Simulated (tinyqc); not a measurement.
# Graded p-n junction, non-linear Poisson equation by Newton steps: what changes with what

One dimension, p side on the left, n side on the right; net doping C = (Nd - Na)/2 + ((Nd + Na)/2) tanh(x/Lg). The potential psi is counted from the intrinsic level, and the quasi-Fermi potentials are flat: 0 for holes and -V for electrons, so n = ni exp((psi + V)/Vt) and p = ni exp(-psi/Vt) (Boltzmann statistics, full ionisation, no current). Under reverse bias this makes the minority densities vanishingly small everywhere; they play no part in the charge.

Parameters, values chosen for the exercise; band and dielectric values those of a made-up semiconductor:
- T = 273 K (temperature)
- Eg = 3.99 eV (band gap)
- eps_r = 9.44 (relative permittivity)
- Nc = 1.67e19 cm^-3 (conduction-band density of states at T)
- Nv = 1.82e19 cm^-3 (valence-band density of states at T)
- Na = 7.8e17 cm^-3 (acceptor density of the p side)
- Nd = 1.5e17 cm^-3 (donor density of the n side)
- V = -4.2 V (bias of the p side against the n side)
- Lg = 230 nm (grading length)

Constants: q = 1.602176634e-19 C, kB = 1.380649e-23 J/K, Vt = kB T/q, eps0 = 8.8541878128e-14 F/cm where lengths are in cm. Results are converted to the units shown.

Each table varies one quantity; the others keep the values above.

## Capacitance and field against bias

The Poisson equation d/dx(eps0 eps_r dpsi/dx) = -q (p - n + C) is solved on a mesh of more than 1000 nodes that ends in neutral material (psi_p = -Vt ln(Na/ni), psi_n = Vt ln(Nd/ni) - V). C_j = q d/dV of the integral of p over x, from the linearised equation. ni = sqrt(Nc Nv) exp(-Eg/(2 Vt)), Eg in volts. Depletion approximation: Vbi = Vt ln(Na Nd/ni^2), W = sqrt(2 eps0 eps_r (Vbi - V)(1/Na + 1/Nd)/q), xp = W Nd/(Na + Nd), xn = W Na/(Na + Nd), peak field 2 (Vbi - V)/W, capacitance eps0 eps_r/W. The last column applies it to an abrupt Na-Nd junction.

Capacitance and field against bias:

| V (V) | peak \|E\| (kV/cm) | C_j (nF/cm^2) | 1/C_j^2 (cm^4/uF^2) | eps0 eps_r/C_j (nm) | abrupt depletion C (nF/cm^2) |
|---|---|---|---|---|---|
| 0.57 | 177.8 | 31.26 | 1023 | 267.4 | 51.03 |
| -0.75 | 224.0 | 27.59 | 1314 | 302.9 | 43.00 |
| -2.07 | 265.6 | 25.15 | 1582 | 332.4 | 37.87 |
| -3.39 | 303.8 | 23.35 | 1834 | 358.0 | 34.22 |
| -4.71 | 339.5 | 21.95 | 2076 | 380.8 | 31.45 |
| -6.04 | 373.5 | 20.80 | 2311 | 401.8 | 29.25 |
| -7.36 | 405.6 | 19.85 | 2537 | 421.0 | 27.47 |
| -8.68 | 436.3 | 19.04 | 2758 | 438.9 | 25.98 |
| -10 | 465.8 | 18.34 | 2974 | 455.8 | 24.70 |

What does the table show?

With V going from 0.57 to -10 V, C_j falls from 31.3 to 18.3 nF/cm^2 and the peak field rises from 178 to 466 kV/cm. The slope of 1/C_j^2, read as N = 2/(q eps0 eps_r |slope|), gives 6.79e16 cm^-3 between the first two rows and 9.13e16 cm^-3 between the last two, against Na Nd/(Na + Nd) = 1.26e17 cm^-3; it is not a straight line, so no single doping describes it. At the end C_j goes as (Vbi - V)^(-0.37) with Vbi = 3.81 V, and it is 26 % below the abrupt depletion formula (at the first row 39 % below it).

## Effect of the grading length

Same model as above.

The abrupt values quoted are those of these depletion formulas.

Effect of the grading length:

| Lg (nm) | peak \|E\| (kV/cm) | C_j (nF/cm^2) | eps0 eps_r/C_j (nm) |
|---|---|---|---|
| 29 | 528 | 31.5 | 265 |
| 41 | 501 | 30.8 | 271 |
| 58 | 469 | 29.7 | 281 |
| 81 | 436 | 28.4 | 294 |
| 120 | 394 | 26.4 | 317 |
| 160 | 363 | 24.7 | 339 |
| 230 | 326 | 22.5 | 372 |

Read the table: what changes, and by how much?

As Lg grows from 29 to 230 nm, the peak field falls from 528 to 326 kV/cm and C_j falls from 31.5 to 22.5 nF/cm^2. The abrupt depletion formulas give 621 kV/cm and W = 258 nm; the first row's field is 15 % below that and the last row's 48 % below it. The same voltage drops over a longer distance, so the field falls.

Computed by the program tinyqc: `OMP_NUM_THREADS=1 python tinyqc.py 2000082 2000083 out.jsonl`, one thread of a shared Intel Xeon 2.30GHz, about 0.1 s for the whole run.
